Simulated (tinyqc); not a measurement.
sp3s* tight binding: one step. The Hamiltonian without spin-orbit coupling. Three cases, with inputs chosen for the exercise.

Question. Fill in the 10 x 10 matrix.

sp3s* tight binding, nearest neighbours only: anion (a) at 0, cation (c) at a/4 (1,1,1), orbitals s, px, py, pz, s* on each; k in units of 2 pi/a. With phases e_j = exp(i (pi/2) k.n_j) for n = (1,1,1), (1,-1,-1), (-1,1,-1), (-1,-1,1): g0 = (e1+e2+e3+e4)/4, g1 = (e1+e2-e3-e4)/4, g2 = (e1-e2+e3-e4)/4, g3 = (e1-e2-e3+e4)/4. The diagonal holds the levels Esa, Epa, Exa (s*) and Esc, Epc, Exc. Anion-cation block: <sa|sc> = Vss g0; <sa|xc> = Vsapc g1; <xa|sc> = -Vscpa g1; <xa|xc> = Vxx g0; <xa|yc> = <ya|xc> = Vxy g3, <xa|zc> = <za|xc> = Vxy g2, <ya|zc> = <za|yc> = Vxy g1; <s*a|xc> = Vxapc g1; <xa|s*c> = -Vpaxc g1; y and z take g2 and g3 in place of g1; s-s* and s*-s* vanish.

Case 1.

Values chosen (near a published set for GaAs, fitted to gaps, whose masses and valley positions are rough; shifted at random, so the results belong to these values and not to a real crystal): Esa = -8.434 eV (s level of the anion); Epa = 1.035 eV (p level of the anion); Esc = -2.659 eV (s level of the cation); Epc = 3.693 eV (p level of the cation); Exa = 8.689 eV (s* level of the anion); Exc = 6.733 eV (s* level of the cation); Vss = -6.399 eV (s-s); Vxx = 1.949 eV (px-px); Vxy = 5.019 eV (px-py); Vsapc = 4.462 eV (s anion, p cation); Vscpa = 5.723 eV (s cation, p anion); Vxapc = 4.806 eV (s* anion, p cation); Vpaxc = 4.767 eV (p anion, s* cation).

g0, g1, g2, g3: 0.7996847  0.6004202i  0.0000000  0.0000000

Case 2.

Values chosen (near a published set for Si, fitted to gaps, whose masses and valley positions are rough; shifted at random, so the results belong to these values and not to a real crystal): Esa = -4.2 eV (s level of the anion); Epa = 1.727 eV (p level of the anion); Esc = -4.2 eV (s level of the cation); Epc = 1.727 eV (p level of the cation); Exa = 6.73 eV (s* level of the anion); Exc = 6.73 eV (s* level of the cation); Vss = -8.361 eV (s-s); Vxx = 1.728 eV (px-px); Vxy = 4.553 eV (px-py); Vsapc = 5.716 eV (s anion, p cation); Vscpa = 5.716 eV (s cation, p anion); Vxapc = 5.387 eV (s* anion, p cation); Vpaxc = 5.387 eV (p anion, s* cation).

g0, g1, g2, g3: 0.5600925-0.0468202i  -0.0375101+0.6991097i  -0.3289761+0.0797130i  -0.0994980+0.2635595i

Case 3.

Values chosen (near a published set for InP, fitted to gaps, whose masses and valley positions are rough; spin-orbit coupling, where it is added without a refit, lifts the valence top and shrinks all gaps by about a third of the splitting; shifted at random, so the results belong to these values and not to a real crystal): Esa = -8.535 eV (s level of the anion); Epa = 0.872 eV (p level of the anion); Esc = -1.488 eV (s level of the cation); Epc = 4.053 eV (p level of the cation); Exa = 8.29 eV (s* level of the anion); Exc = 7.101 eV (s* level of the cation); Vss = -5.359 eV (s-s); Vxx = 1.889 eV (px-px); Vxy = 4.226 eV (px-py); Vsapc = 2.239 eV (s anion, p cation); Vscpa = 5.558 eV (s cation, p anion); Vxapc = 3.442 eV (s* anion, p cation); Vpaxc = 4.466 eV (p anion, s* cation).

g0, g1, g2, g3: 0.9297765  0.3681246i  0.0000000  0.0000000

Give: H(k).

Answer.

Case 1.

H(k) (eV):
```
           sa       xa        ya        za       s*a        sc       xc       yc       zc       s*c
sa    -8.4340        0         0         0         0   -5.1172  2.6791i        0        0         0
xa          0   1.0350         0         0         0  -3.4362i   1.5586        0        0  -2.8622i
ya          0        0    1.0350         0         0         0        0   1.5586  3.0135i         0
za          0        0         0    1.0350         0         0        0  3.0135i   1.5586         0
s*a         0        0         0         0    8.6890         0  2.8856i        0        0         0
sc    -5.1172  3.4362i         0         0         0   -2.6590        0        0        0         0
xc   -2.6791i   1.5586         0         0  -2.8856i         0   3.6930        0        0         0
yc          0        0    1.5586  -3.0135i         0         0        0   3.6930        0         0
zc          0        0  -3.0135i    1.5586         0         0        0        0   3.6930         0
s*c         0  2.8622i         0         0         0         0        0        0        0    6.7330
```

Case 2.

H(k) (eV):
```
                  sa               xa               ya               za              s*a               sc
sa           -4.2000                0                0                0                0  -4.6829+0.3915i
xa                 0           1.7270                0                0                0   0.2144-3.9961i
ya                 0                0           1.7270                0                0   1.8804-0.4556i
za                 0                0                0           1.7270                0   0.5687-1.5065i
s*a                0                0                0                0           6.7300                0
sc   -4.6829-0.3915i   0.2144+3.9961i   1.8804+0.4556i   0.5687+1.5065i                0          -4.2000
xc   -0.2144-3.9961i   0.9678+0.0809i  -0.4530-1.2000i  -1.4978-0.3629i  -0.2021-3.7661i                0
yc   -1.8804-0.4556i  -0.4530-1.2000i   0.9678+0.0809i  -0.1708-3.1830i  -1.7722-0.4294i                0
zc   -0.5687-1.5065i  -1.4978-0.3629i  -0.1708-3.1830i   0.9678+0.0809i  -0.5360-1.4198i                0
s*c                0   0.2021+3.7661i   1.7722+0.4294i   0.5360+1.4198i                0                0

                  xc               yc               zc             s*c
sa   -0.2144+3.9961i  -1.8804+0.4556i  -0.5687+1.5065i               0
xa    0.9678-0.0809i  -0.4530+1.2000i  -1.4978+0.3629i  0.2021-3.7661i
ya   -0.4530+1.2000i   0.9678-0.0809i  -0.1708+3.1830i  1.7722-0.4294i
za   -1.4978+0.3629i  -0.1708+3.1830i   0.9678-0.0809i  0.5360-1.4198i
s*a  -0.2021+3.7661i  -1.7722+0.4294i  -0.5360+1.4198i               0
sc                 0                0                0               0
xc            1.7270                0                0               0
yc                 0           1.7270                0               0
zc                 0                0           1.7270               0
s*c                0                0                0          6.7300
```

Case 3.

H(k) (eV):
```
           sa       xa        ya        za       s*a        sc       xc       yc       zc       s*c
sa    -8.5350        0         0         0         0   -4.9827  0.8242i        0        0         0
xa          0   0.8720         0         0         0  -2.0460i   1.7563        0        0  -1.6440i
ya          0        0    0.8720         0         0         0        0   1.7563  1.5557i         0
za          0        0         0    0.8720         0         0        0  1.5557i   1.7563         0
s*a         0        0         0         0    8.2900         0  1.2671i        0        0         0
sc    -4.9827  2.0460i         0         0         0   -1.4880        0        0        0         0
xc   -0.8242i   1.7563         0         0  -1.2671i         0   4.0530        0        0         0
yc          0        0    1.7563  -1.5557i         0         0        0   4.0530        0         0
zc          0        0  -1.5557i    1.7563         0         0        0        0   4.0530         0
s*c         0  1.6440i         0         0         0         0        0        0        0    7.1010
```

Computed by tinyqc, one run a case: `OMP_NUM_THREADS=1 python tinyqc.py N N+1 out.jsonl` with N = 1480080, 1480131, 1480257; one thread of a shared Intel(R) Xeon(R) Processor @ 2.30GHz, about 0.2 s a run at most.
